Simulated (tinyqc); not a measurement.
Band-to-band tunnelling across a p-n junction in a two-band chain: one step. Hopping, field and tunnelling length. Two cases, with inputs chosen for the exercise.

Question. Form t, V0, E, the field F = V0/((2N + 1) a/2) (1 V/angstrom = 100 MV/cm) and the length Eg/F over which E lies in the gap.

Sites alternate A at -Eg/2 and C at +Eg/2 with hopping -t; near the edges, with k counted from the zone boundary pi/a, E^2 = (Eg/2)^2 + (t a k)^2, so t = sqrt(c Eg/m)/a gives the mass m, c = hbar^2/2m0. In the gap cosh(q a) = 1 + (Eg^2/4 - e^2)/(2 t^2), e the energy from the local mid-gap. The potential is V0 = Eg + ov on the p side (left), 0 on the n side, and falls linearly over the 2N sites of the junction, V_j = V0 (1 - j/(2N + 1)), j = 1 to 2N, site 1 being A. E = Eg/2 + x ov. A half chain that ends on a site of level e1 with neighbour e2 has g = (1 + z)/(E - e1), z = exp(-/+ i k a) the root with Im g < 0, cos(k a) = (E - e1)(E - e2)/(2 t^2) - 1. S_L = t^2 g (ending on C, shifted by V0), S_R = t^2 g (starting on A). T = 4 Im(S_L) Im(S_R) |G_(1,2N)|^2.

Constants: hbar^2/2m0 = 3.80998211 eV angstrom^2.

Case 1.

Values chosen (gap and mass near those of InAs; the results hold for these values, not for the real material): Eg = 0.373 eV (gap); m = 0.0228 m0 (mass of electron and light hole); a = 4 angstrom (period (two sites)); ov = 0.11 eV (overlap: top of the valence band on the p side above the conduction edge on the n side); N = 4 (periods in the small junction); x = 0.41 (energy above the n-side conduction edge, as a share of ov).

Case 2.

Values chosen (gap and mass near those of InAs; the results hold for these values, not for the real material): Eg = 0.376 eV (gap); m = 0.0227 m0 (mass of electron and light hole); a = 6 angstrom (period (two sites)); ov = 0.23 eV (overlap: top of the valence band on the p side above the conduction edge on the n side); N = 3 (periods in the small junction); x = 0.65 (energy above the n-side conduction edge, as a share of ov).

Give: t; V0; E; F; tunnelling length.

Answer.

Case 1.

t = 1.9737 eV
V0 = 0.4830 eV
E = 0.2316 eV
F = 2.683 MV/cm
tunnelling length = 13.90 angstrom

Case 2.

t = 1.3240 eV
V0 = 0.6060 eV
E = 0.3375 eV
F = 2.886 MV/cm
tunnelling length = 13.03 angstrom

So short a junction keeps the matrix small; its field is of the size of the 1 to 3 MV/cm of tunnel diodes.

Computed by tinyqc, one run a case: `OMP_NUM_THREADS=1 python tinyqc.py N N+1 out.jsonl` with N = 1480006, 1480057; one thread of a shared Intel(R) Xeon(R) Processor @ 2.30GHz, about 0.01 s a run at most.
